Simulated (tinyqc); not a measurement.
k.p values derived from sp3s* tight binding at Gamma: one step. States at Gamma. Two cases, with inputs chosen for the exercise.

Question. Solve the two blocks.

At Gamma the states are two-level mixtures: s-like S+ (upper) and S- (lower) from [[Esa, Vss], [Vss, Esc]], p-like P- (valence) and P+ from [[Epa, Vxx], [Vxx, Epc]], and the bare s* levels. With real k in 1/angstrom and kz = 0, the phase sums over the four bonds are g0 = 1 - (a k/4)^2/2, g1 = i a kx/4, g3 = -(a/4)^2 kx ky to second order. Each mixture is written (anion, cation) with the anion part positive. c = hbar^2/2m0. No spin-orbit coupling.

Case 1.

Values chosen (near a published set for InAs, fitted to gaps, whose masses and valley positions are rough; shifted at random, so the results belong to these values and not to a real crystal):
- Esa = -9.547 eV (s level of the anion)
- Esc = -2.728 eV (s level of the cation)
- Epa = 0.909 eV (p level of the anion)
- Epc = 3.721 eV (p level of the cation)
- Vss = -5.621 eV (s-s)
- Vxx = 1.844 eV (px-px)

Case 2.

Values chosen (near a published set for GaSb, fitted to gaps, whose masses and valley positions are rough; shifted at random, so the results belong to these values and not to a real crystal):
- Esa = -7.292 eV (s level of the anion)
- Esc = -3.904 eV (s level of the cation)
- Epa = 0.858 eV (p level of the anion)
- Epc = 2.905 eV (p level of the cation)
- Vss = -6.179 eV (s-s)
- Vxx = 1.576 eV (px-px)

Give: States.

Answer.

Case 1.

States:

| state | E (eV) | anion part | cation part |
|---|---|---|---|
| S- | -12.7117 | 0.87138 | 0.49060 |
| P- | -0.0039 | 0.89619 | -0.44366 |
| S+ | 0.4367 | 0.49060 | -0.87138 |
| P+ | 4.6339 | 0.44366 | 0.89619 |

Case 2.

States:

| state | E (eV) | anion part | cation part |
|---|---|---|---|
| S- | -12.0050 | 0.79511 | 0.60647 |
| P- | 0.0023 | 0.87882 | -0.47715 |
| S+ | 0.8090 | 0.60647 | -0.79511 |
| P+ | 3.7607 | 0.47715 | 0.87882 |

Computed by tinyqc, one run a case: `OMP_NUM_THREADS=1 python tinyqc.py N N+1 out.jsonl` with N = 1450436, 1450705; one thread of a shared Intel(R) Xeon(R) Processor @ 2.30GHz, about 0.01 s a run at most.
